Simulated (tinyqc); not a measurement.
Worked calculation: CIS on RHF in the cc-pvdz basis, for He, spin multiplicity 1. One step of it, computed by the program tinyqc.

Problem. Iteration 1: building the Fock matrix. J_ij = sum D_kl (ij|kl), K_ij = sum D_kl (ik|jl); F = H + J - 0.5 K; E = tr D H + tr D J / 2 - 0.25 tr D K + E_nn.

D at the start, lower triangle:
```
           1He 1s    1He 2s   1He 2px   1He 2py   1He 2pz
1He 1s   1.028068
1He 2s   0.541462  0.285177
1He 2px  0.000000  0.000000  0.000000
1He 2py  0.000000  0.000000  0.000000  0.000000
1He 2pz  0.000000  0.000000  0.000000  0.000000  0.000000
```

core Hamiltonian H = T + V (hartree), lower triangle:
```
            1He 1s     1He 2s   1He 2px   1He 2py   1He 2pz
1He 1s   -1.880253
1He 2s   -1.545789  -1.294671
1He 2px   0.000000   0.000000  0.784997
1He 2py   0.000000   0.000000  0.000000  0.784997
1He 2pz   0.000000   0.000000  0.000000  0.000000  0.784997
```

Two-electron integrals (ij|kl) in chemists' order, unique and non-zero (hartree):
```
(11|11) 1.543036   (21|11) 0.784979   (21|21) 0.426774   (22|11) 0.803460
(22|21) 0.475908   (22|22) 0.615562   (31|31) 0.177307   (32|31) 0.142524
(32|32) 0.130008   (33|11) 1.099799   (33|21) 0.627782   (33|22) 0.734404
(33|33) 1.040531   (41|41) 0.177307   (42|41) 0.142524   (42|42) 0.130008
(43|43) 0.063706   (44|11) 1.099799   (44|21) 0.627782   (44|22) 0.734404
(44|33) 0.913119   (44|44) 1.040531   (51|51) 0.177307   (52|51) 0.142524
(52|52) 0.130008   (53|53) 0.063706   (54|54) 0.063706   (55|11) 1.099799
(55|21) 0.627782   (55|22) 0.734404   (55|33) 0.913119   (55|44) 0.913119
(55|55) 1.040531
```

nuclear repulsion = 0 hartree

Give: Coulomb J; exchange K; Fock matrix F; total energy of this density.

Solution.

Coulomb J (hartree), lower triangle:
```
         1He 1s  1He 2s  1He 2px  1He 2py  1He 2pz
1He 1s   2.6655
1He 2s   1.4049  1.5169
1He 2px  0.0000  0.0000   2.0199
1He 2py  0.0000  0.0000   0.0000   2.0199
1He 2pz  0.0000  0.0000   0.0000   0.0000   2.0199
```

exchange K (hartree), lower triangle:
```
         1He 1s  1He 2s  1He 2px  1He 2py  1He 2pz
1He 1s   2.5581
1He 2s   1.6089  1.1297
1He 2px  0.0000  0.0000   0.3737
1He 2py  0.0000  0.0000   0.0000   0.3737
1He 2pz  0.0000  0.0000   0.0000   0.0000   0.3737
```

Fock matrix F (hartree), lower triangle:
```
          1He 1s   1He 2s  1He 2px  1He 2py  1He 2pz
1He 1s   -0.4938
1He 2s   -0.9453  -0.3426
1He 2px   0.0000   0.0000   2.6181
1He 2py   0.0000   0.0000   0.0000   2.6181
1He 2pz   0.0000   0.0000   0.0000   0.0000   2.6181
```

total energy of this density = -2.802622 hartree
